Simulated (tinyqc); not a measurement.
Inside a calculation: ellipsoidal valleys in the axes of a wafer and a channel. Values are carried at full precision from step to step, so a last printed digit may differ when a step is redone from the rounded ones.

Valleys with axes a along x, y and z, two valleys each; inverse mass tensor w = 1/mt + (1/ml - 1/mt) a a. Device axes: z = nz/|nz|, x = nx/|nx|, y = z cross x; in them a = (ax, ay, az). Confinement mass mz = 1/w_zz. In the plane w_ij is replaced by u_ij = w_ij - w_iz w_jz/w_zz (i, j = x, y); density-of-states mass md = 1/sqrt(det u); conductivity mass along x mc = 1/u_xx; ballistic transport mass mx = u_yy/det u, width mass my = 1/u_yy.

Constants: hbar^2/2m0 = 3.80998211 eV angstrom^2; kB = 8.617333262e-05 eV/K.

Inputs chosen for the exercise (near those of the Delta valleys of Si; not measured data): ml = 0.938 m0 (longitudinal mass); mt = 0.186 m0 (transverse mass); nz = (1, 1, 0) (surface normal (confinement)); nx = (1, -1, 0) (channel direction); t = 2.6 nm (thickness of the film); T = 300 K (temperature).

## Device axes and valley axes

Give the rows x, y, z in cubic components and each valley axis in device components.

device axes, rows x, y, z; columns [100], [010], [001]:
$$\begin{pmatrix}
0.7071 & -0.7071 & 0.0000 \\
0.0000 & 0.0000 & -1.0000 \\
0.7071 & 0.7071 & 0.0000
\end{pmatrix}$$

valley axes, rows x, y, z; columns ax, ay, az:
$$\begin{pmatrix}
0.7071 & 0.0000 & 0.7071 \\
-0.7071 & 0.0000 & 0.7071 \\
0.0000 & -1.0000 & 0.0000
\end{pmatrix}$$

## Tensors of the valley z

Form w and the reduced tensor u.

w (1/m0), rows x, y, z and columns alike:
$$\begin{pmatrix}
5.3763 & 0.0000 & 0.0000 \\
0.0000 & 1.0661 & 0.0000 \\
0.0000 & 0.0000 & 5.3763
\end{pmatrix}$$

u (1/m0), rows x, y and columns alike:
$$\begin{pmatrix}
5.3763 & 0.0000 \\
0.0000 & 1.0661
\end{pmatrix}$$

w_xz = w_yz = 0: the normal is a principal axis and u is the upper block of w.

## Masses of all valleys

Give mz, md, mc, mx and my.

Masses (m0):
```
valley      mz      md      mc      mx      my
x       0.3104  0.3233  0.5620  0.5620  0.1860
y       0.3104  0.3233  0.5620  0.5620  0.1860
z       0.1860  0.4177  0.1860  0.1860  0.9380
```

mz md^2 = ml mt^2 = 0.03245 for every valley, so a heavy confinement mass comes with a small density of states. The heaviest mz is 0.310, for x and y.

## Subbands and shares in a film

Hard walls: E_n = c (n pi/t)^2/mz, c = hbar^2/2m0, n = 1, 2, 3. Non-degenerate share of a valley proportional to md sum_n exp(-E_n/kT); mean 1/mc = sum of share/mc. 1 nm = 10 angstrom.

Give the ladders, the shares and the mean conductivity mass.

Subbands:
```
valley  E1 (meV)  E2 (meV)  E3 (meV)  share
x          179.2     716.7    1612.6  0.497
y          179.2     716.7    1612.6  0.497
z          299.1    1196.3    2691.6  0.006
```

mean mc = 0.5550 m0

The lowest ladder (x and y) holds 99 % of the electrons in these valleys, the next starts 120 meV higher. Energies of several hundred meV lie beyond the parabolic range, and real barriers are finite, so these are upper bounds.

## Checks

- mz md^2 against ml mt^2: they agree to 1e-10 or better.
- mx my against md^2: they agree to 1e-10 or better.

Run: tinyqc, `OMP_NUM_THREADS=1 python tinyqc.py 1850445 1850446 out.jsonl`; Intel(R) Xeon(R) Processor @ 2.30GHz, one thread, shared host; about 0.01 s of CPU time with all checks.
